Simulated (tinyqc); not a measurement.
# Pelgrom slope, floor and doping from two device sizes

Problem. s^2 = A^2/(L W) + s0^2, with s0 independent of size and A = (q/Cox) sqrt(Na Wd/3) from random dopants alone, Cox = 3.9 eps0/ti. Find A, s0 and Na.

Parameters, values chosen for the exercise: oxide-equivalent thickness in inversion ti = 1.9 nm.

Constants: q = 1.602176634e-19 C, eps0 = 8.8541878128e-14 F/cm where lengths are in cm. Results are converted to the units shown.

s for gate areas 0.019 and 0.57 um^2 (mV): [8.03801002, 3.47164517]
Wd = 28.4840463 nm

Answer. s^2 is linear in 1/area: slope A^2, intercept s0^2.

A = 1.016 mV um
s0 = 3.200 mV
Na = 1.400e18 cm^-3

Computed by the program tinyqc: `OMP_NUM_THREADS=1 python tinyqc.py 2090084 2090085 out.jsonl`, one thread of a shared Intel Xeon 2.30GHz, about 0.01 s for the whole run.
